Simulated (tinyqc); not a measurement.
Landau levels with Rashba coupling: one step. The lowest levels. Two cases, with inputs chosen for the exercise.

Question. List the eight lowest, in meV, with the gap to the next.

H = (p + eA)^2/2m + aR (sx ky - sy kx) + gs muB B sz/2. With d = 1/2 - gs m/4: E_0 = d hbar wc, and E(N, +/-) = hbar wc [N +/- sqrt(d^2 + 2 N aR^2/(l hbar wc)^2)] for N >= 1.

In a field B along z: l = 1/sqrt((e/hbar) B) is the magnetic length, n_B = B/(h/e) the number of states per area in one level, hbar wc = 2 muB B/m for mass m in m0; 1/angstrom^2 = 1e16/cm^2.

Constants: e/hbar = 1.519267448e-05 1/(T angstrom^2); h/e = 413566.7697 T angstrom^2; muB = 5.788381798e-05 eV/T.

Give: a table of label, E (meV), gap above (meV).

Case 1.

Values chosen (near those of an asymmetric InGaAs well; shifted at random, so the results belong to these values and not to a real crystal):
- m = 0.0438 m0 (mass)
- gs = -4.29 (g factor)
- aR = 0.11 eV angstrom (Rashba constant)
- B = 11.8 T (magnetic field)

Answer.

Levels:
```
label  E (meV)  gap above (meV)
1-      14.002            3.057
0       17.059           28.006
2-      45.065            3.309
1+      48.375           27.754
3-      76.129            3.560
2+      79.689           27.505
4-     107.194            3.809
3+     111.002           27.257
```

The largest of these gaps, 28.01 meV, first occurs above level 0 and is kB T at 325 K.

Case 2.

Values chosen (near those of an asymmetric InSb well; shifted at random, so the results belong to these values and not to a real crystal):
- m = 0.0175 m0 (mass)
- gs = -27.5 (g factor)
- aR = 0.36 eV angstrom (Rashba constant)
- B = 1.6 T (magnetic field)

Answer.

Levels:
```
label  E (meV)  gap above (meV)
1-       3.555            3.010
0        6.566            7.139
2-      13.705            3.909
1+      17.614            6.265
3-      23.879            4.754
2+      28.633            5.440
4-      34.073            5.555
3+      39.628            4.656
```

The largest of these gaps, 7.14 meV, first occurs above level 0 and is kB T at 83 K.

Computed by tinyqc, one run a case: `OMP_NUM_THREADS=1 python tinyqc.py N N+1 out.jsonl` with N = 1281390, 1282346; one thread of a shared Intel(R) Xeon(R) Processor @ 2.30GHz, about 0.02 s a run at most.
